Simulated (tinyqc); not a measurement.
Which roughness does what: X-ray reflectivity of a thin film on silicon: critical angles, Parratt recursion, fringes and roughness. Computed by tinyqc, a small Python program. Command: `OMP_NUM_THREADS=1 python tinyqc.py 3121470 3121471 out.jsonl xrr walk`. One thread of a shared host (Intel(R) Xeon(R) Processor @ 2.30GHz), about 0.01 s of CPU time with the checks.

n = 1 - delta + i beta; the classical electron radius is r_e = 2.8179403e-6 nm. Layer 0 is vacuum, 1 the film, 2 the substrate.

Inputs (values chosen for the exercise, modelled on HfO2 on silicon, copper K-alpha radiation):
```
quantity                                        value     unit
wavelength lambda                             0.15406       nm
film density rho                                 9.15   g/cm^3
effective electrons per unit mass, film         0.419    mol/g
beta/delta, film                                0.082        -
film thickness d                                 44.7       nm
roughness of the surface sigma_1                 0.62       nm
roughness of the interface sigma_2               0.15       nm
substrate density                                2.33   g/cm^3
effective electrons per unit mass, substrate    0.507    mol/g
beta/delta, substrate                           0.023        -
grazing angle theta                              2.45  degrees
```

Constants: N_A = 6.02214076e+23 1/mol.

Method:
- delta = r_e lambda^2 rho_e/(2 pi), rho_e = density x electrons per mass x N_A; critical angle sqrt(2 delta), q_c = 4 sqrt(pi r_e rho_e).
- k_j = (2 pi/lambda) sqrt(sin^2 theta - 2 delta_j + 2 i beta_j); r_ij = (k_i - k_j)/(k_i + k_j) x exp(-2 k_i k_j sigma^2) (Nevot-Croce); r = (r_01 + r_12 p)/(1 + r_01 r_12 p), p = exp(2 i k_1 d); R = |r|^2.
- Far above the critical angle the period is d theta = lambda/(2 d), or 2 pi/d in q; the envelope runs between (|r_01| - |r_12 p|)^2 and (|r_01| + |r_12 p|)^2; contrast = 2 a b/(a^2 + b^2) with a = |r_01|, b = |r_12 p|; roughness factors on the amplitudes are about exp(-q^2 sigma^2/2).
- R is averaged over one period above each angle (64 points); contrast = (max - min)/(max + min) of R theta^4 over that period. Cases: smooth; only sigma_1; only sigma_2; both.

period in theta = 0.0987359 degrees

Constants:
```
layer      rho_e (1/nm^3)        delta         beta  critical angle (degrees)  q_c (1/nm)
film              2308.80  2.45764e-05  2.01526e-06                  0.401695    0.571865
substrate          711.40  7.57263e-06  1.74170e-07                  0.222977    0.317437
```

Mean R and contrast:
```
theta (degrees)    R smooth  contrast  R, sigma_1  contrast, sigma_1  R, sigma_2  contrast, sigma_2     R, both  contrast, both
0.8              4.4635e-03   0.71589  2.9546e-03            0.85255  4.4495e-03            0.70848  2.9395e-03         0.84602
1.2              9.8580e-04   0.79337  4.5266e-04            0.99148  9.7272e-04            0.77759  4.4012e-04         0.98700
1.8              1.8739e-04   0.84578  5.3811e-05            0.80505  1.8128e-04            0.81136  4.7615e-05         0.83899
2.5              5.3037e-05   0.87296  1.4034e-05            0.29125  4.9627e-05            0.80892  1.0549e-05         0.32833
3.5              1.4666e-05   0.89364  3.9984e-06            0.02309  1.2914e-05            0.76237  2.2662e-06         0.03934
```

What does the comparison show, and why?

At 2.5 degrees sigma_1 alone multiplies the mean R by 0.26 and sigma_2 alone by 0.94; the contrast goes from 0.87 (smooth) to 0.29 and 0.81.
